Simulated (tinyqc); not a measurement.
# Gain factor and gap resistance from two string resistances

Question. At small bit-line voltage each of the 64 cells has the resistance 1/(K x) at overdrive x (no mobility reduction) in series with a gap resistance Rg. Find K, Rg and the share of the gaps at the higher overdrive.

resistance of a string of 64 equal cells at overdrives of 3.5 and 7.6 V (kohm): 1112.7688  664.37512

Solution. The resistance per cell is a straight line in 1/x with slope 1/K and intercept Rg.

K = 22.00 uA/V^2
Rg = 4.400 kohm
share of the gaps = 42.39 %

tinyqc, about 0.5 s, one thread, Intel Xeon 2.30GHz (shared host): `OMP_NUM_THREADS=1 python tinyqc.py 2142234 2142235 out.jsonl`
